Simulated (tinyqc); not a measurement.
Comparisons within one model: three-band tight binding of a dichalcogenide monolayer. A value that a table varies takes the place of the one given here.

Basis dz2, dxy, dx2-y2 on a triangular lattice, nearest neighbours; alpha = kx a/2, beta = sqrt3 ky a/2. h0 = e1 + 2 t0 (cos 2alpha + 2 cos alpha cos beta); h1 = -2 sqrt3 t2 sin alpha sin beta + 2i t1 (sin 2alpha + sin alpha cos beta); h2 = 2 t2 (cos 2alpha - cos alpha cos beta) + 2i sqrt3 t1 cos alpha sin beta; h11 = e2 + 2 t11 cos 2alpha + (t11 + 3 t22) cos alpha cos beta; h22 = e2 + 2 t22 cos 2alpha + (3 t11 + t22) cos alpha cos beta; h12 = sqrt3 (t22 - t11) sin alpha sin beta + 4i t12 sin alpha (cos alpha - cos beta) + i lam sz. H = [[h0, h1, h2], [., h11, h12], [., ., h22]], Hermitian; the lowest band of each spin is filled. K = (4 pi/3a, 0), M = (pi/a, pi/(sqrt3 a)).

Constants: hbar^2/2m0 = 3.80998211 eV angstrom^2.

Inputs chosen for the exercise (near a published set for monolayer WSe2; not measured data):

| symbol | value | unit | meaning |
|---|---|---|---|
| a | 3.322 | angstrom | lattice constant |
| e1 | 0.94 | eV | level of dz2 |
| e2 | 2.195 | eV | level of dxy and dx2-y2 |
| t0 | -0.211 | eV | hopping |
| t1 | 0.449 | eV | hopping |
| t2 | 0.487 | eV | hopping |
| t11 | 0.265 | eV | hopping |
| t12 | 0.337 | eV | hopping |
| t22 | 0.034 | eV | hopping |
| lam | 0.228 | eV | spin-orbit constant |

## Three bands against the two-band Dirac model at K

Masses from central differences along kx with step 0.002 1/angstrom, c = hbar^2/2m0; Berry curvature of the valence band from a counter-clockwise plaquette of side 0.001 1/angstrom, Omega = -arg(product of overlaps)/area. Two-band model: coupling A = (3 a/(2 sqrt2))(t1 + sqrt3 t2) between valence and conduction states, mass c G/A^2 for both, Omega_v = 2 A^2/G^2. sz = 0 drops the spin-orbit term.

At K:

| sz | G (eV) | m_c (m0) | m_v (m0) | two-band mass | Omega_v (angstrom^2) | two-band Omega |
|---|---|---|---|---|---|---|
| 1 | 1.3496 | 0.305 | 0.396 | 0.248 | 22.560 | 22.774 |
| 0 | 1.5776 | 0.366 | 0.518 | 0.290 | 16.505 | 16.667 |
| -1 | 1.8056 | 0.431 | 0.672 | 0.332 | 12.597 | 12.723 |

A = 4.5542 eV angstrom

Without spin-orbit coupling the electron mass is 0.366 and the hole mass 0.518, against 0.290 for both in the two-band model: the third band and the curvature of the diagonal terms break the symmetry. The Berry curvature is -1.0 % from the two-band value. The smaller gap (sz = +1) has the larger curvature, by a factor 1.79.

## All hoppings scaled

The six hoppings are multiplied by f; e1, e2 and lam stay (real strain also moves e1 and e2, so this is no model of it). Closed forms: Ev(K) = e2 - (3/2)(t11 + t22) - 3 sqrt3 t12 + lam, Ec(K) = e1 - 3 t0, Ev(Gamma) = e1 + 6 t0.

Gaps (eV):

| f | direct gap at K | Ev(K) - Ev(Gamma) | Ec(K) - top of valence band |
|---|---|---|---|
| 0.85 | 0.9247 | 0.6894 | 0.9247 |
| 0.90 | 1.0663 | 0.6428 | 1.0663 |
| 0.94 | 1.1796 | 0.6054 | 1.1796 |
| 0.97 | 1.2646 | 0.5774 | 1.2646 |
| 1.00 | 1.3496 | 0.5494 | 1.3496 |
| 1.03 | 1.4346 | 0.5214 | 1.4346 |
| 1.06 | 1.5196 | 0.4934 | 1.5196 |
| 1.10 | 1.6329 | 0.4560 | 1.6329 |

The direct gap changes by +28.3 meV for each per cent of f. The top of the valence band stays at K over the range.

## What each parameter does

Spin up: gap at K, Ev(K) - Ev(Gamma), and masses at K by central differences along kx with step 0.002 1/angstrom, c = hbar^2/2m0. Each row changes one parameter from the base and keeps the others.

Results:

| case | gap at K (eV) | K - Gamma (eV) | m_c (m0) | m_v (m0) |
|---|---|---|---|---|
| base | 1.3496 | 0.5494 | 0.305 | 0.396 |
| e2 = 2.165 eV | 1.3796 | 0.5194 | 0.314 | 0.410 |
| lam = 0.198 eV | 1.3796 | 0.5194 | 0.313 | 0.410 |
| t12 = 0.367 eV | 1.5055 | 0.3935 | 0.347 | 0.503 |
| t0 = -0.181 eV | 1.2596 | 0.3694 | 0.274 | 0.355 |
| e1 = 0.91 eV | 1.3196 | 0.5794 | 0.296 | 0.382 |
| t2 = 0.517 eV | 1.3496 | 0.5494 | 0.284 | 0.350 |

The largest shifts from the base row, up to three for each result and ties (the steps differ in size, so this ranks the rows, not the parameters). gap at K (eV): t12 +0.1559, t0 -0.0900, lam +0.0300, e2 +0.0300, e1 -0.0300; unchanged at the printed digits by t2. K - Gamma (eV): t0 -0.1800, t12 -0.1559, lam -0.0300, e1 +0.0300, e2 -0.0300; unchanged at the printed digits by t2. m_c (m0): t12 +0.042, t0 -0.031, t2 -0.021. m_v (m0): t12 +0.107, t2 -0.046, t0 -0.041. t2 couples dz2 to the other orbitals and vanishes at K and Gamma, so only the masses feel it.

tinyqc: `OMP_NUM_THREADS=1 python tinyqc.py 1451506 1451507 out.jsonl`; about 0.02 s, one thread, shared Intel(R) Xeon(R) Processor @ 2.30GHz.
